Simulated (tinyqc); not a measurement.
## Area and perimeter leakage from two diodes

Question. A square diode and a finger diode leak I = JA area + JP perimeter. Find JA, JP and the side of the square at which both parts are equal.

areas (um^2): [90000, 34000]
perimeters (um): [1200, 13940]
leakage currents (pA): [0.705, 2.0196000]

Answer. Two linear equations give JA and JP; for a square of side a, JA a^2 = 4 JP a at a = 4 JP/JA.

JA = 6.100e-10 A/cm^2
JP = 1.300e-12 A/cm
side for equal parts = 85.25 um

tinyqc, about 0.01 s, one thread, Intel Xeon 2.30GHz (shared host): `OMP_NUM_THREADS=1 python tinyqc.py 2290040 2290041 out.jsonl`
